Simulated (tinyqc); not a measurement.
X-ray photoelectron analysis of a thin oxide on a semiconductor: attenuation lengths, thickness, angle series and band offsets: one step, computed by the program tinyqc. Command: `OMP_NUM_THREADS=1 python tinyqc.py 3112488 3112489 out.jsonl xps walk`. One thread of a shared host (Intel(R) Xeon(R) Processor @ 2.30GHz), about 0.01 s of CPU time with the checks.

The same element is seen in the oxide and in the substrate, at nearly the same kinetic energy; films are flat and uniform, and the work function is ignored.

Question. Peak ratio. R_0 = (rho_o/M_o) L_o/((rho_s/M_s) L_s); peak ratio R = I_ox/I_sub = R_0 [exp(d/(L_o cos theta)) - 1]; hence d = L_o cos theta ln(1 + R/R_0). A carbon layer weakens both peaks alike, by exp(-d_C/(L_o cos theta)) if its L is taken equal to L_o. This R_0 leaves out intrinsic losses from the substrate peak, so calibrated values can be larger.

Inputs (values chosen for the exercise, modelled on SiO2 on 4H-SiC):
```
quantity,value,unit
oxide density,2.26,g/cm^3
oxide formula mass,60.08,g/mol
substrate density,3.21,g/cm^3
substrate formula mass,40.1,g/mol
oxide thickness d,1.6,nm
emission angle from the normal,0,degrees
carbon overlayer,0.76,nm
```

L in the oxide = 3.160789 nm

L in the substrate = 2.376281 nm

Give: R_0; d/(L_o cos theta); ratio R; oxide share of the counts; attenuation by carbon; depth 3 L_o cos theta.

Answer.

R_0 = 0.6251

d/(L_o cos theta) = 0.5062

ratio R = 0.4119

oxide share of the counts = 0.2917

attenuation by carbon = 0.7863

depth 3 L_o cos theta = 9.482 nm
